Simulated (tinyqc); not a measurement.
What moves the results: metal-induced gap states at the contact of a metal chain and a two-band chain. A value that a table varies takes the place of the one given here.

The semiconductor alternates sites A at -Eg/2 and C at +Eg/2 with hopping -t; the gap runs from -Eg/2 to Eg/2. In the gap cosh(q a) = 1 + (Eg^2/4 - E^2)/(2 t^2) and the amplitude changes by -exp(-q a) a period. The metal has site energy 0 and hopping -tm; its end site has g_m = (E - i sqrt(4 tm^2 - E^2))/(2 tm^2). Sites 1, 2, ... count into the semiconductor, with energies e1, e2 alternating. The clean half chain has g1 = 1/(E - e1 - t^2 g2), g2 = 1/(E - e2 - t^2 g1), decaying root. With the contact G11 = 1/(1/g1 - tc^2 g_m), and the density on site j is -Im G_jj/pi = |psi_j/psi_1|^2 (-Im G11/pi), per spin, with psi_2/psi_1 = -t g2, psi_3/psi_2 = -t g1.

Constants: e^2/(4 pi eps0) = 14.39964547 eV angstrom.

Inputs chosen for the exercise (gap and optical dielectric constant near those of Si; the chain itself is a model; not measured data): Eg = 1.18 eV (gap); t = 3.16 eV (hopping in the semiconductor); tm = 3.44 eV (hopping in the metal); tc = 1.23 eV (hopping across the contact); end = C (site that touches the metal); a = 3.84 angstrom (period (two sites); one chain for each area a^2); eps = 11.3 (dielectric constant); E = 0.33 eV (energy from mid-gap).

## Across the gap

E = f Eg. Share on C: the part of the summed density that lies on C sites, whose orbitals make the conduction edge.

Gap states:
```
f      E (eV)  xi = 1/(2q) (angstrom)  D1 (1/eV)  D2 (1/eV)  sum (1/eV)  share on C
-0.48  -0.566                   36.73     0.0003     0.0126      0.1299       0.021
-0.40  -0.472                   17.15     0.0014     0.0112      0.0629       0.111
-0.30  -0.354                   12.87     0.0030     0.0104      0.0521       0.225
-0.15  -0.177                   10.79     0.0063     0.0098      0.0537       0.391
0.00    0.000                   10.30     0.0115     0.0095      0.0673       0.546
0.15    0.177                   10.79     0.0210     0.0095      0.1016       0.689
0.30    0.354                   12.87     0.0441     0.0095      0.2078       0.823
0.40    0.472                   17.15     0.0930     0.0092      0.5096       0.910
0.48    0.566                   36.73     0.3159     0.0061      3.2436       0.981
```

How do the results move?

The decay length xi of the density is shortest at mid-gap, 10.30 angstrom, and grows to 36.7 near the edges. The summed density is least at f = -0.3 (0.0521) and largest at f = 0.48 (3.2436 1/eV). The share on C goes from 0.02 to 0.98 and passes one half near f = -0.045, a point that depends on which site ends the chain. The states turn from valence-like to conduction-like across the gap; the branch point, where the decay is fastest, lies at mid-gap in this symmetric chain and is the usual estimate of the neutrality level.

## Wider gaps pin less

E = 0; Eg is varied and eps follows 1 + (eps0 - 1)(Eg0/Eg), with the given Eg and eps as Eg0 and eps0. xi = 1/(2q), N = 2 (summed density)/a^2, S = 1/(1 + 4 pi e^2 N xi/eps).

Against the gap:
```
Eg (eV)    eps  xi (angstrom)  summed density (1/eV)      S  S at fixed eps
0.50     25.31          24.28                 0.1673  0.202           0.102
0.75     17.21          16.19                 0.1095  0.283           0.206
1.10     12.05          11.05                 0.0727  0.380           0.365
1.50      9.10           8.11                 0.0517  0.470           0.524
2.30      6.28           5.30                 0.0317  0.603           0.732
3.40      4.57           3.61                 0.0198  0.723           0.866
5.50      3.21           2.27                 0.0105  0.846           0.951
9.00      2.35           1.45                 0.0050  0.929           0.984
```

What does this show, and why?

From Eg = 0.5 to 9 eV xi falls by a factor 16.8 and the summed density by 33.1, so at fixed eps S rises from 0.10 to 0.98. The weaker screening of wide-gap solids works against this: with it S goes from 0.20 to 0.93.

## Weakening the contact bond

At the given E, tc is varied, as by a thin spacer. xi = 1/(2q), N = 2 (summed density)/a^2, S = 1/(1 + 4 pi e^2 N xi/eps) with xi and eps kept.

Against tc:
```
tc (eV)  D1 (1/eV)  summed density (1/eV)       S
0.10       0.00028                0.00131  0.9659
0.25       0.00175                0.00818  0.8192
0.50       0.00698                0.03258  0.5323
0.80       0.01760                0.08219  0.3109
1.20       0.03758                0.17547  0.1744
1.80       0.06892                0.32184  0.1033
2.50       0.08358                0.39031  0.0868
3.50       0.06823                0.31860  0.1042
```

What can be read from the table?

For a weak bond the density goes as tc^2 (ratio 6.24 between 0.25 and 0.1 eV, against 6.25). It is largest at tc = 2.5 eV among these rows and falls beyond, as the first site pairs off with the metal. S is 0.966 at 0.1 eV and has its least value, 0.087, in that row.

## What each parameter does

xi = 1/(2q), summed density, and S = 1/(1 + 4 pi e^2 N xi/eps), N = 2 (summed density)/a^2. Each row changes one parameter from the base and keeps the others.

Results:
```
case           xi (angstrom)  summed density (1/eV)       S
base                  12.418                0.18322  0.1683
Eg = 1.298 eV         10.871                0.14384  0.2275
t = 3.476 eV          13.657                0.16890  0.1664
tm = 3.784 eV         12.418                0.16882  0.1801
tc = 1.353 eV         12.418                0.21530  0.1469
eps = 12.43           12.418                0.18322  0.1821
end = A               12.418                0.05149  0.4187
```

How do the results move?

The largest shifts from the base row, up to three for each result and ties (the steps differ in size, so this ranks the rows, not the parameters). xi (angstrom): Eg -1.547, t +1.239; unchanged at the printed digits by tm, tc, eps and end. summed density (1/eV): end -0.13173, Eg -0.03938, tc +0.03208; unchanged at the printed digits by eps. S: end +0.2504, Eg +0.0592, tc -0.0214. The decay length belongs to the semiconductor alone; the metal and the contact set only the amplitude.

tinyqc: `OMP_NUM_THREADS=1 python tinyqc.py 1480668 1480669 out.jsonl`; about 0.01 s, one thread, shared Intel(R) Xeon(R) Processor @ 2.30GHz.
